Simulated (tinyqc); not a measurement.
# p-n diode with diffusion and depletion-layer recombination, step by step

Numbers from tinyqc (`OMP_NUM_THREADS=1 python tinyqc.py 2260022 2260023 out.jsonl`; about 0.01 s on one thread of a shared Intel Xeon 2.30GHz). Printed values are rounded.

Abrupt junction in the depletion approximation, low injection, full ionisation, neutral widths fixed, ohmic contact on the p side. Vj is the junction voltage; where a series resistance Rs is given, V = Vj + J Rs is the terminal voltage.

Parameters, values chosen for the exercise; band and dielectric values close to those of indium phosphide:

| symbol | value | unit | meaning |
|---|---|---|---|
| T | 273 | K | temperature |
| Eg | 1.33 | eV | band gap |
| eps_r | 12.5 |  | relative permittivity |
| Nc | 4.91e17 | cm^-3 | conduction-band density of states at T |
| Nv | 9.64e18 | cm^-3 | valence-band density of states at T |
| Na | 8.9e16 | cm^-3 | acceptor density |
| Nd | 6.6e16 | cm^-3 | donor density |
| mun | 2400 | cm^2/(V s) | electron mobility in the p side |
| mup | 130 | cm^2/(V s) | hole mobility in the n side |
| tn | 6e-9 | s | electron lifetime |
| tp | 7e-6 | s | hole lifetime |
| wp | 0.84 | um | neutral width of the p side |
| wn | 230 | um | neutral width of the n side |
| Sp | 1e7 | cm/s | recombination velocity at the n contact |
| Rs | 0.00014 | ohm cm^2 | series resistance |
| Et | 0 | eV | trap level above the intrinsic level |
| Vj | 0.76 | V | junction voltage at which recombination is evaluated |
| V | 1.11 | V | terminal voltage |

Constants: q = 1.602176634e-19 C, kB = 1.380649e-23 J/K, Vt = kB T/q, eps0 = 8.8541878128e-14 F/cm where lengths are in cm. Results are converted to the units shown.

## Diffusion lengths and saturation currents

ni = sqrt(Nc Nv) exp(-Eg/(2 Vt)), Eg in volts; D = mu Vt; Ln = sqrt(Dn tn), Lp = sqrt(Dp tp); J0n = q ni^2 Dn coth(wp/Ln)/(Ln Na); J0p = (q ni^2 Dp/(Lp Nd)) (s + tanh(wn/Lp))/(1 + s tanh(wn/Lp)), s = Sp Lp/Dp.

ni = 1.151321e6 cm^-3
Ln = 5.820349 um
Lp = 46.26882 um
J0n = 1.615034e-18 A/cm^2
J0p = 2.127118e-21 A/cm^2

wp/Ln = 0.14 and wn/Lp = 5.0; electrons carry 99.9 % of the diffusion current.

## Recombination in the depleted layer

ni = sqrt(Nc Nv) exp(-Eg/(2 Vt)), Eg in volts. Vbi = Vt ln(Na Nd/ni^2), W = sqrt(2 eps0 eps_r (Vbi - Vj)(1/Na + 1/Nd)/q), xp = W Nd/(Na + Nd), xn = W Na/(Na + Nd); u(x) = q Na (x + xp)^2/(2 eps0 eps_r) for x < 0 and Vbi - Vj - q Nd (xn - x)^2/(2 eps0 eps_r) for x > 0; p = Na exp(-u/Vt), n = Nd exp((u - Vbi + Vj)/Vt); U = ni^2 (exp(Vj/Vt) - 1)/(tp (n + ni exp(Et/Vt)) + tn (p + ni exp(-Et/Vt))); J_scr = q times the integral of U from -xp to xn. Trapezoid rule on 16 equal steps.

W = 122.6417 nm

```
point     x (nm)      u (V)    n (cm^-3)    p (cm^-3)  U (cm^-3 s^-1)
0      -52.22163  0.0000000   1.596448e9       8.9e16     2.660691e17
1      -44.55653  0.0037848   1.875106e9  7.577379e16     3.125086e17
2      -36.89142  0.0151394   3.038356e9  4.676339e16     5.063543e17
3      -29.22631  0.0340636   6.791937e9  2.091949e16     1.131561e18
4      -21.56121  0.0605575  2.094550e10  6.783504e15     3.478385e18
5      -13.89610  0.0946211  8.911065e10  1.594466e15     1.394267e19
6       -6.23099  0.1362544  5.230107e11  2.716653e14     2.685350e19
7        1.43412  0.1852267  4.193473e12  3.388214e13     4.807014e18
8        9.09922  0.2329413  3.187274e13  4.457849e12     6.367592e17
9       16.76433  0.2750423  1.908254e14  7.445753e11     1.063675e17
10      24.42944  0.3115300  8.999614e14  1.578777e11     2.255396e16
11      32.09455  0.3424041  3.343357e15  4.249736e10     6.071051e15
12      39.75965  0.3676647  9.783918e15  1.452218e10     2.074598e15
13      47.42476  0.3873119  2.255350e16   6.299859e9     8.999798e14
14      55.08987  0.4013456  4.095304e16   3.469434e9     4.956334e14
15      62.75498  0.4097658  5.857732e16   2.425578e9     3.465111e14
16      70.42008  0.4125726       6.6e16   2.152786e9     3.075408e14
```

J_scr = 6.378769e-6 A/cm^2

With 2000 steps J_scr = 6.326e-6 A/cm^2; the coarse value is 0.83 % above it. U is largest at x = -6.23 nm among these points; the peak lies where tp n = tn p. On the fine grid U peaks at 2.908e19 cm^-3 s^-1, and J_scr/(q U_max) is 11.1 % of W, the effective width of the recombining zone.

## Starting value

Vj = V/2.

Vj at the start = 0.555 V

## Iteration 1: new Vj

J0 = J0n + J0p = 1.617161e-18 A/cm^2

Diffusion current alone: J = J0 (exp(Vj/Vt) - 1), g = Vj + J Rs - V, g' = 1 + Rs J0 exp(Vj/Vt)/Vt, Vj(new) = Vj - g/g'.

J = 2.847450e-8 A/cm^2
g = -0.555 V
g' = 1.000000
Vj after iteration 1 = 1.110000 V

## Iteration 2: new Vj

As before.

J = 501.3708 A/cm^2
g = 0.07019191 V
g' = 3.983675
Vj after iteration 2 = 1.092380 V

## Iteration 3: new Vj

As before.

J = 237.0735 A/cm^2
g = 0.01557041 V
g' = 2.410833
Vj after iteration 3 = 1.085922 V

## Course of the iteration

Stop when the step is below 1e-10 V, or after 15 iterations.

Course of the iteration:
```
iteration  Vj before the step (V)   step (V)
1                           0.555      0.555
2                        1.110000    -0.0176
3                        1.092380   -6.46e-3
4                        1.085922   -5.52e-4
5                        1.085370   -3.36e-6
6                        1.085366  -1.23e-10
7                        1.085366          0
```

Converged in 7 iterations.
